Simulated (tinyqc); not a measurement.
Shallow donor in an anisotropic valley (effective-mass theory): one step. Hydrogen-like estimates. Four cases, with inputs chosen for the exercise.

Problem. Ry* = Ry m/eps^2 and a* = a0 eps/m for four choices of one mass: mt, the conductivity mass 3/(1/ml + 2/mt), the density-of-states mass (ml mt^2)^(1/3), and ml.

Constants: Ry = 13.60569312 eV; a0 (Bohr radius) = 0.5291772105 angstrom.

Case 1.

Values chosen (out of a larger set: near those of Ge; not measured data): ml = 1.616 m0 (longitudinal mass); mt = 0.081 m0 (transverse mass); eps = 16 (dielectric constant).

Case 2.

Values chosen (out of a larger set: near those of a group-V donor in Si; not measured data): ml = 0.925 m0 (longitudinal mass); mt = 0.192 m0 (transverse mass); eps = 11.5 (dielectric constant).

Case 3.

Values chosen (out of a larger set: near those of Ge; not measured data): ml = 1.58 m0 (longitudinal mass); mt = 0.084 m0 (transverse mass); eps = 15.4 (dielectric constant).

Case 4.

Values chosen (out of a larger set: near those of AlAs; not measured data): ml = 1.108 m0 (longitudinal mass); mt = 0.183 m0 (transverse mass); eps = 9.7 (dielectric constant).

Give: Estimates.

Solution.

Case 1.

Estimates:
```
mass               m (m0)  Ry* (meV)  a* (angstrom)
mt                 0.0810       4.30         104.53
conductivity       0.1185       6.30          71.43
density of states  0.2197      11.68          38.54
ml                 1.6160      85.89           5.24
```

Case 2.

Estimates:
```
mass               m (m0)  Ry* (meV)  a* (angstrom)
mt                 0.1920      19.75          31.70
conductivity       0.2609      26.84          23.32
density of states  0.3243      33.36          18.77
ml                 0.9250      95.16           6.58
```

Case 3.

Estimates:
```
mass               m (m0)  Ry* (meV)  a* (angstrom)
mt                 0.0840       4.82          97.02
conductivity       0.1227       7.04          66.40
density of states  0.2234      12.82          36.48
ml                 1.5800      90.64           5.16
```

Case 4.

Estimates:
```
mass               m (m0)  Ry* (meV)  a* (angstrom)
mt                 0.1830      26.46          28.05
conductivity       0.2536      36.67          20.24
density of states  0.3335      48.23          15.39
ml                 1.1080     160.22           4.63
```

Computed by tinyqc, one run a case: `OMP_NUM_THREADS=1 python tinyqc.py N N+1 out.jsonl` with N = 1281659, 1282241, 1282287, 1282342; one thread of a shared Intel(R) Xeon(R) Processor @ 2.30GHz, about 0.01 s a run at most.
